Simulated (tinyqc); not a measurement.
Length of a molecular wire: coherent transport through a tight-binding bridge. Computed by the program tinyqc. T = Gamma_L Gamma_R |G_1n|^2 with the self-energies of semi-infinite chains.

A uniform bridge between two chains:

| parameter | value |
|---|---|
| site energy (eV) | 0.110000 |
| hopping in the bridge (eV) | 1.100000 |
| lead hopping (eV) | 2.920000 |
| couplings (eV) | 0.96, 0.31 |
| E (eV) | -0.140000 |

Transmission against length:

| sites | T | ln T |
|---|---|---|
| 2 | 3.7136e-02 | -3.293 |
| 3 | 1.2181e-01 | -2.105 |
| 5 | 7.2606e-02 | -2.623 |
| 6 | 6.2154e-02 | -2.778 |
| 7 | 5.0289e-02 | -2.990 |
| 8 | 9.8300e-02 | -2.320 |
| 9 | 3.9527e-02 | -3.231 |
| 10 | 1.8051e-01 | -1.712 |

Estimate the missing row, sites = 4.

Computed row:
```
sites           T    ln T
4      4.5287e-02  -3.095
```

E lies inside the band of the bridge (|E - e|/2h = 0.114 < 1): T does not decay but oscillates with length, between 0.037 and 0.181 here, as levels of the bridge pass E.
